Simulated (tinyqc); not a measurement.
Three ways to the same curve: density of states of one tight-binding band of a chain.

E(k) = -2 t cos(2 pi k) - 2 t2 cos(4 pi k); k in fractions of the reciprocal vectors, mesh k_i = j/N with j = 0 .. N-1. Densities are per cell and per spin, so the band holds one state.

Each interval of the mesh is a segment with E linear in k: n = (E - e1)/(e2 - e1), g = 1/(e2 - e1) between its end values.

Gaussian broadening: g(E) = mean over the mesh of exp(-(E - E_k)^2/(2 sigma^2))/(sigma sqrt(2 pi)), n(E) = mean of erfc((E_k - E)/(sigma sqrt 2))/2.

Parameters, chosen for this exercise: t = 0.32 eV (nearest hopping); t2 = 0.05 eV (second hopping); N2 = 40 (mesh points along each axis in this comparison); sigma = 0.032 eV (Gaussian width).

N = N2 here; the reference is the linear method with N = 4000.

g(E) (1/eV):
```
E (eV)  reference  linear segments  Gaussian, sigma  Gaussian, sigma/4  reference n(E)
-0.623      0.687            0.622            0.729              1.878           0.154
-0.507      0.522            0.520            0.414              0.000           0.223
-0.390      0.462            0.466            0.327              0.000           0.280
-0.274      0.438            0.441            0.313              0.000           0.332
-0.157      0.435            0.435            0.325              0.000           0.382
-0.041      0.450            0.447            0.369              0.000           0.434
0.075       0.486            0.476            0.487              0.019           0.488
0.192       0.556            0.525            0.646              2.299           0.548
0.308       0.694            0.708            0.687              0.003           0.620
0.424       1.058            1.100            1.112              0.271           0.717
```

What does the comparison show, and why?

Root-mean-square errors against the reference: 0.0269 for linear segments, 0.0879 for sigma and 0.8272 for sigma/4. The narrow Gaussian is worse than the wide one, because it resolves the separate mesh levels. The reference is highest at 0.424 eV of the energies listed, and half filling lies between 0.075 and 0.192 eV.

Program tinyqc; command `OMP_NUM_THREADS=1 python tinyqc.py 1681473 1681474 out.jsonl`; about 0.01 s on one thread of a shared Intel(R) Xeon(R) Processor @ 2.30GHz.
